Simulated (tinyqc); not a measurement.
# Bulk transistor, scale length and short-channel effects, step by step

Numbers from tinyqc (`OMP_NUM_THREADS=1 python tinyqc.py 2420074 2420075 out.jsonl`; about 0.01 s on one thread of a shared Intel Xeon 2.30GHz). Printed values are rounded.

A gate, an insulator of thickness ti and a depleted layer of depth ts on a conducting body. Below threshold the potential that source and drain add obeys Laplace's equation and vanishes on the gate and at the bottom of the depleted layer. Its lowest mode decays along the channel as exp(-k y); k is the smallest positive root of the matching condition at the interface, and the scale length is Lambda = pi/k.

Inputs (values chosen for the exercise); permittivities: semiconductor close to that of indium arsenide, insulator close to that of silicon dioxide: temperature T = 300 K; relative permittivity of the semiconductor eps_r = 14.8; relative permittivity of the insulator ei = 4.07; insulator thickness ti = 0.75 nm; depletion depth ts = 30 nm; channel length L = 89 nm; potential of the source Vbi = 0.9 V; potential of the barrier top at threshold sT = 0.74 V; long-channel threshold VTL = 0.26 V; long-channel body factor m = 1.09; drain voltage Vds = 1 V.

Constants: q = 1.602176634e-19 C, kB = 1.380649e-23 J/K, Vt = kB T/q. Results are converted to the units shown.

## Scan of the matching condition

| point | k (1/nm) |
|---|---|
| 0 | 0.015 |
| 1 | 0.03 |
| 2 | 0.045 |
| 3 | 0.06 |
| 4 | 0.075 |
| 5 | 0.09 |
| 6 | 0.105 |
| 7 | 0.12 |

f(k) = eps_r sin(k ti) cos(k ts) + ei cos(k ti) sin(k ts).

| point | f(k) |
|---|---|
| 0 | 1.92012 |
| 1 | 3.39431 |
| 2 | 4.07831 |
| 3 | 3.80828 |
| 4 | 2.63907 |
| 5 | 0.83299 |
| 6 | -1.19837 |
| 7 | -2.98664 |

The first change of sign lies between k = 0.09 and 0.105 1/nm.

## Iteration 1: decay constant by Newton steps

k at the start = 0.105 1/nm

f(k) = eps_r sin(k ti) cos(k ts) + ei cos(k ti) sin(k ts); f' by a central difference with +/- 1e-5 1/nm; k(new) = k - f/f'.

f = -1.19837
f' = -132.487 nm
k after iteration 1 = 0.0959548 1/nm

## Iteration 2: decay constant by Newton steps

As before.

f = 0.0275678
f' = -136.644 nm
k after iteration 2 = 0.0961566 1/nm

## Course of the iteration: decay constant by Newton steps

Stop when k changes by less than 1e-10 1/nm, or after 30 iterations.

Course of the iteration:

| iteration | k (1/nm) | \|change\| (1/nm) |
|---|---|---|
| 1 | 0.0959548 | 9.05e-3 |
| 2 | 0.0961566 | 2.02e-4 |
| 3 | 0.0961566 | 2.61e-8 |
| 4 | 0.0961566 | < 1e-15 |

Converged in 4 iterations. The change falls from 0.0090 in the first iteration to below the tolerance in the last.

## Scale length against simple estimates

k = 0.0961566 1/nm

Lambda = pi/k and l = 1/k. A parabolic potential across the structure gives l(parabolic) = sqrt((eps_r/ei) ts ti).

Lambda = 32.6716 nm
l = 10.3997 nm
l(parabolic) = 9.04534 nm

The parabolic estimate is 13 % below l.

## Threshold shift, barrier position and swing

Along the channel psi(y) = s + a exp(y/l) + b exp(-y/l) with psi(0) = Vbi, psi(L) = Vbi + Vds and l = 1/k = Lambda/pi; with A = Vbi - s, B = A + Vds, x = exp(-L/l): a = (B - A x) x/(1 - x^2), b = (A - B x)/(1 - x^2). The minimum is s + 2 sqrt(a b), at y = (l/2) ln(b/a). The long-channel potential follows the gate as s = sT + (Vg - VTL)/m, and the threshold VT is the gate voltage at which the minimum equals sT. Swing = m Vt ln 10/g at threshold, g = d(minimum)/ds = 1 - (b x + a)/((1 + x) sqrt(a b)).

s at threshold = 0.727546 V
a = 2.25123e-4 V
b = 0.172228 V
position of the minimum = 34.5267 nm
VT = 0.246426 V
swing = 67.6900 mV/decade

The threshold lies 13.6 mV below the long-channel value, and the barrier top sits at 0.39 L from the source.
